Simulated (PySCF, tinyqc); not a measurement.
Ways to converge the cycle: SCF convergence aids in the 6-31g basis, for H4, spin multiplicity 1. Computed by the program tinyqc with PySCF. RHF with one setting changed at a time; a run stops when the energy changes by less than 1e-09 hartree and the error matrix is below 1e-5. The start is the core Hamiltonian. Damping d keeps d of the old density; a shift (hartree) raises the virtual levels; DIIS n extrapolates F over n matrices.

Geometry (angstrom):
```
atom       x       y       z
H     0.0000  0.0000  0.0000
H     0.0000  0.0000  1.3250
H     0.0000  2.0440  0.0000
H     0.0000  2.0440  1.3250
```

lowest restricted solution found by these runs and by PySCF = -2.040092 hartree

Largest element of the error matrix X^T (FDS - SDF) X:
```
iteration    plain  damping 0.3  damping 0.6  shift 0.4   DIIS 3   DIIS 8
1          1.3e-01      1.3e-01      1.3e-01    1.3e-01  1.3e-01  1.3e-01
2          2.0e-02      5.2e-02      8.3e-02    4.2e-02  2.0e-02  2.0e-02
3          3.1e-03      2.1e-02      5.5e-02    1.4e-02  2.4e-04  2.4e-04
4          5.0e-04      8.7e-03      3.7e-02    4.7e-03  5.1e-06  5.1e-06
5          8.0e-05      3.6e-03      2.4e-02    1.6e-03  5.1e-10  2.0e-06
6          1.3e-05      1.5e-03      1.6e-02    5.2e-04        -        -
8                -      2.5e-04      7.1e-03    5.8e-05        -        -
10               -      4.2e-05      3.1e-03    6.5e-06        -        -
14               -      1.2e-06      6.0e-04          -        -        -
20               -            -      5.1e-05          -        -        -
30               -            -      8.5e-07          -        -        -
```

How each run ends:
```
run          iterations  E (hartree)         state
plain                 7     -2.04009  lowest found
damping 0.3          17     -2.04009  lowest found
damping 0.6          36     -2.04009  lowest found
shift 0.4            11     -2.04009  lowest found
DIIS 3                5     -2.04009  lowest found
DIIS 8                5     -2.04009  lowest found
```

What does the comparison show, and why?

6 of 6 runs reach the lowest restricted solution found, in 5 to 36 iterations (fastest: DIIS 3, DIIS 8). Plain steps already contract here, so damping only slows them. DIIS 3 and DIIS 8 gain by cancelling the error over several earlier matrices, much as a quasi-Newton step does. The restricted reference is unstable here: a spin-polarised solution lies 0.0209 hartree lower (PySCF), so results built on it describe a poor reference.
